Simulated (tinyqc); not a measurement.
Hot carriers by balance equations with a heated Maxwellian: one step, computed by the program tinyqc.

The carriers follow a Maxwellian at an electron temperature T_e, slightly displaced; the drift energy is neglected against k_B T_e. The balance averages the rate, not the time, so mu_0 lies below the relaxation-time value.

Task: Equilibrium values. Parabolic band: E = hbar^2 k^2/(2 m), speed v = hbar k/m, states per spin, volume and energy g(E) = m k/(2 pi^2 hbar^2). Masses are multiplied by m_0 and all formulas are in SI units. Phonon occupation N_q = 1/(exp(hbar w/(k_B T)) - 1). Acoustic deformation potential (elastic, equipartition, absorption and emission together): 1/tau = 2 pi k_B T D_A^2 g(E)/(hbar rho v_l^2). Optical or intervalley deformation potential: 1/tau = (pi Z_f D_o^2/(rho w)) [N_q g(E + hbar w) + (N_q + 1) g(E - hbar w)], with g = 0 below the band edge. Averages over the Maxwellian, <y> = int y x^(1/2) exp(-x) dx / int x^(1/2) exp(-x) dx with x = E/(k_B T_e), split at x_0 = hbar w/(k_B T_e): 64 Gauss-Legendre points in sqrt(x) below it and 128 in sqrt(x - x_0) above it, up to x = 32. Momentum balance: mu(T_e) = e/(m nu), nu = <x (sum of rates)>/<x>. Power lost per carrier: P(T_e) = hbar w <emission rate - absorption rate> + <(2 m v_l^2/(k_B T)) (E - 2 k_B T) acoustic rate>. Energy relaxation time at weak heating: tau_E = (3/2) k_B / (dP/dT_e), the derivative by a central difference of +/- 0.5 K at T_e = T.

Inputs (values chosen for the exercise, for a model non-polar semiconductor):

| quantity | value | unit |
|---|---|---|
| effective mass m | 0.496 | m_0 |
| density rho | 3080 | kg/m^3 |
| sound velocity v_l | 11600 | m/s |
| acoustic deformation potential D_A | 11 | eV |
| phonon energy hbar w | 28.8 | meV |
| optical or intervalley deformation potential D_o | 4.5 | 1e8 eV/cm |
| final valleys Z_f | 3 | - |
| lattice temperature T | 400 | K |

Band: parabolic. Solver: Newton.

Constants: k_B = 8.617333262e-05 eV/K; k_B = 1.380649e-23 J/K; e = 1.602176634e-19 C; hbar = 1.054571817e-34 J s; m_0 = 9.1093837015e-31 kg; hbar = 6.582119569e-16 eV s.

Give: low-field mobility mu_0; energy relaxation time tau_E.

Result:

low-field mobility mu_0 = 161.6 cm^2/(V s)

energy relaxation time tau_E = 0.3620 ps

tau_E is 7.94 times the momentum relaxation time m mu_0/e: energy is lost more slowly than direction, which is why carriers heat.
